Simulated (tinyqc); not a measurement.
Inside a calculation. Model: MOSFET in saturation, small-signal circuit and noise.

Computed by the program tinyqc: `OMP_NUM_THREADS=1 python tinyqc.py 2150053 2150054 out.jsonl`, one thread of a shared Intel Xeon 2.30GHz, about 0.01 s for the whole run. Printed values are rounded.

Bias by the inversion coefficient IC = I/Ispec (charge-based model with velocity saturation; weak inversion below 0.1, strong above 10). Common-source circuit: gm, gds, Cgs, Cgd and Cj at the inner nodes, Rg in series with the gate; quasi-static, no source or drain resistance, no gate-body capacitance, no substrate network, no induced gate noise, so fmax is an upper estimate.

Values chosen for this exercise:

| symbol | value | unit | meaning |
|---|---|---|---|
| T | 325 | K | temperature |
| L | 28 | nm | gate length |
| W | 5 | um | total gate width |
| Cox | 1.43 | uF/cm^2 | gate capacitance |
| mu | 330 | cm^2/(V s) | mobility |
| n | 1.42 |  | slope factor |
| Ls | 25 | nm | velocity-saturation length |
| sg | 0.079 |  | ratio gds/gm |
| Cov | 0.39 | fF/um | overlap and fringe capacitance per side |
| Cj | 0.84 | fF/um | drain junction capacitance |
| Rsh | 20 | ohm | sheet resistance of the gate |
| Wf | 4 | um | finger width |
| Rc | 50 | ohm um | gate contact and vertical resistance |
| IC | 0.094 |  | inversion coefficient |
| gw | 0.08 |  | short-channel excess of the noise factor |
| Nt | 5.1e16 | cm^-3 eV^-1 | oxide trap density |
| lt | 0.1 | nm | tunnelling length into the oxide |
| ac | 10000 | V s/C | Coulomb scattering coefficient |
| f | 1 | GHz | signal frequency |

Constants: q = 1.602176634e-19 C, kB = 1.380649e-23 J/K, Vt = kB T/q. Results are converted to the units shown.

## Current, transconductance and gain

Ispec = 2 n mu Cox (W/L) Vt^2, lc = Ls/L, gms = [sqrt((lc IC + 1)^2 + 4 IC) - 1]/[2 + lc (lc IC + 1)], gm = gms Ispec/(n Vt), gds = sg gm.

Ispec = 187.7123 uA
I = 17.64496 uA
gms = 0.08267146
gm = 0.3902149 mS
gds = 0.03082697 mS
gm/I = 22.11481 1/V

gm/I is 87.9 % of its weak-inversion limit 1/(n Vt); without velocity saturation (lc = 0) gms would be 0.0865.

## Capacitances, gate resistance and cut-off frequencies

qs = [sqrt(1 + 4 IC) - 1]/2, Cgs = Cox W L qs (2 qs + 3)/(3 (qs + 1)^2) + Cov W, Cgd = Cov W, Cd = Cj W, Rg = Rsh (Wf/L)/(12 Nf) + Rc/W with Nf = W/Wf fingers (not rounded) contacted at both ends. fT = gm/(2 pi (Cgs + Cgd)), fmax = fT/(2 sqrt(Rg (gds + 2 pi fT Cgd))).

Cgs = 2.105181 fF
Cgd = 1.95 fF
Cd = 4.2 fF
Rg = 200.4762 ohm
fT = 15.31489 GHz
fmax = 36.58965 GHz

Overlap and fringe make up 96.2 % of the gate capacitance; fmax is 2.39 times fT.

## Admittance matrix

Inner admittances at w = 2 pi f: y11 = i w (Cgs + Cgd), y12 = -i w Cgd, y21 = gm - i w Cgd, y22 = gds + i w (Cgd + Cd). Invert to Z, add Rg to Z11 and invert back to Y.

inner y (mS):

|  | 1 | 2 |
|---|---|---|
| 1 | 0.0000000+0.0254795i | 0.0000000-0.0122522i |
| 2 | 0.3902149-0.0122522i | 0.0308270+0.0386416i |

Y with Rg (mS):

|  | 1 | 2 |
|---|---|---|
| 1 | 0.0001301+0.0254788i | -0.0000626-0.0122519i |
| 2 | 0.3901421-0.0142451i | 0.0308620+0.0395999i |

## Current gain and unilateral power gain

|h21| = |Y21/Y11|; U = |Y21 - Y12|^2/(4 [Re Y11 Re Y22 - Re Y12 Re Y21]). Extrapolated at 20 dB a decade: f |h21| and f sqrt(U).

|h21| = 15.32243
U = 1338.802
f |h21| = 15.32243 GHz
f sqrt(U) = 36.58965 GHz

f |h21| is 0.049 % above the formula for fT, and f sqrt(U) within 0.01 % of that for fmax.

## Noise at the gate

Channel noise Sid = 4 kB T gam n gm with gam = (1/2 + (2/3) qs)/(1 + qs) + gw lc IC, qs = [sqrt(1 + 4 IC) - 1]/2, lc = Ls/L (the last term an empirical rise with velocity saturation); at the gate, white noise Sw = Sid/gm^2 + 4 kB T Rg. Number fluctuation with correlated mobility: S(f) = K/f, K = q^2 Vt lt Nt/(W L Cox^2) (1 + ac mu Cox I/gm)^2, Vt in eV with Nt per eV. Corner fc = K/Sw. Full shot noise would be 2 q I.

gam = 0.5199853
Sid = 5.171421e-24 A^2/Hz
Sid/(2 q I) = 0.9146372
sqrt(Sw) = 6.128698 nV/Hz^0.5
K = 1.885582e-10 V^2
fc = 5.020060 MHz

The gate resistance gives 9.6 % of the white noise power. In weak inversion gm = I/(n Vt), so with gam = 1/2 the thermal formula equals shot noise.
